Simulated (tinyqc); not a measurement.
## Series resistance and length offset from two lengths at two overdrives

Inverse problem. In strong inversion R W = Rsd + k(x)(L - dL), k(x) = (1 + th1 x)/(mu0 Cox x), x the overdrive, Cox = eps0 eox/tox, with Rsd and dL independent of x. Find dL, Rsd, mu0 and th1.

Inputs (values chosen for the exercise):
```
symbol,value,unit,meaning
eox,3.9,,relative permittivity of the gate insulator (close to silicon dioxide)
tox,1,nm,insulator thickness
```

Constants: eps0 = 8.8541878128e-14 F/cm where lengths are in cm. Results are converted to the units shown.

total resistance times width (ohm um):
```
                  L = 0.057 um  L = 0.38 um
overdrive 0.55 V    265.587390   1332.00061
overdrive 1.14 V    197.461664   863.791075
```

Answer. At each overdrive R W is a straight line in L; the two lines cross at L = dL, R W = Rsd. Their slopes give k x = (1 + th1 x)/(mu0 Cox), a straight line in x.

dL = 0.00200 um
Rsd = 84.0 ohm um
mu0 = 220 cm^2/(V s)
th1 = 0.690 1/V

tinyqc, about 0.02 s, one thread, Intel Xeon 2.30GHz (shared host): `OMP_NUM_THREADS=1 python tinyqc.py 2210135 2210136 out.jsonl`
